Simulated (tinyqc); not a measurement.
Adsorption as a lattice gas: isotherms with interactions, competition, desorption peaks and saturation dose: one step, computed by the program tinyqc. Command: `OMP_NUM_THREADS=1 python tinyqc.py 3017497 3017498 out.jsonl adsorb walk`. One thread of a shared host (Intel(R) Xeon(R) Processor @ 2.30GHz), about 0.2 s of CPU time with the checks.

One adsorbate per site; a molecule needs 2 empty sites. Gas and surface have the same temperature.

Question. Desorption peak without interaction. The peak obeys E/(k_B T_p^2) = (nu theta_0/beta) exp(-E/(k_B T_p)) if theta at the peak is theta_0/2. Redhead's shortcut, with the constant 3.46 (3.64 is also in use), reads E back as k_B T_p [ln(nu' T_p/beta) - 3.46], nu' = nu theta_0.

Inputs (values chosen for the exercise, for a model surface):
```
quantity                    value  unit
desorption energy E          1.95    eV
prefactor nu              4.2e+14   1/s
heating rate beta             7.4   K/s
initial coverage theta_0     0.73     -
```

Adsorption: dissociative (second order).

Constants: k_B = 8.617333262e-05 eV/K.

Give: peak temperature T_p; E by Redhead's shortcut.

Answer.

peak temperature T_p = 659.5 K

E by Redhead's shortcut = 1.954 eV

The shortcut misses by +0.22 %, since 3.46 stands for ln(E/(k_B T_p)) = 3.54. A prefactor wrong by a factor 100 would shift E by 0.262 eV.
